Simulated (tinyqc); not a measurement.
Bond length: bond-orbital model of a tetrahedral semiconductor (Harrison's universal couplings).

Hybrid level eh = (es + 3 ep)/4; metallic energy V1 = (ep - es)/4 for each atom; covalent energy V2 = 3.22 hbar^2/(m d^2); polar energy V3 = (ehc - eha)/2; hbar^2/m = 2c, c = hbar^2/2m0. Polarity ap = V3/sqrt(V2^2 + V3^2), covalency ac = V2/sqrt(V2^2 + V3^2). p-p coupling at Gamma Exx = (4/3)(2.22 - 2 x 0.63) hbar^2/(m d^2) = 1.28 hbar^2/(m d^2), s-s coupling Ess = 4 x 1.32 hbar^2/(m d^2).

Constants: hbar^2/2m0 = 3.80998211 eV angstrom^2.

Values chosen for the exercise (near tabulated values for InP; the model gives trends, and its gaps can be far from the real ones; not measured data): esc = -10.2 eV (s level, cation); epc = -5.44 eV (p level, cation); esa = -19.35 eV (s level, anion); epa = -9.63 eV (p level, anion); d = 2.54 angstrom (bond length); Z = 5 (valence electrons of the anion).

d is scaled; levels stay. E0 is the s-like conduction level less Ev at Gamma (Ess = 5.28 u, Exx = 1.28 u); Z* = 4 ap - (Z - 4).

Against d:
```
d/d0  V2 (eV)      ap     Z*  Ev (eV)  E0 (eV)
0.94    4.304  0.5335  1.134  -10.240    3.876
0.96    4.127  0.5496  1.199  -10.196    3.589
0.98    3.960  0.5655  1.262  -10.155    3.324
0.99    3.880  0.5733  1.293  -10.137    3.198
1.01    3.728  0.5887  1.355  -10.101    2.962
1.02    3.655  0.5963  1.385  -10.085    2.850
1.04    3.516  0.6112  1.445  -10.053    2.639
```

Give the missing row, d/d0 = 1.00.

Computed row:
```
d/d0  V2 (eV)      ap     Z*  Ev (eV)  E0 (eV)
1.00    3.803  0.5810  1.324  -10.119    3.078
```

Compression raises V2 and E0: dE0/d ln(volume) = -3.94 eV, of which the valence band gives -0.59. The polarity falls under compression, from 0.581 to 0.534 at 0.94 (SiC is a known exception, whose effective charge rises under pressure).

Program tinyqc; command `OMP_NUM_THREADS=1 python tinyqc.py 1450803 1450804 out.jsonl`; about 0.01 s on one thread of a shared Intel(R) Xeon(R) Processor @ 2.30GHz.
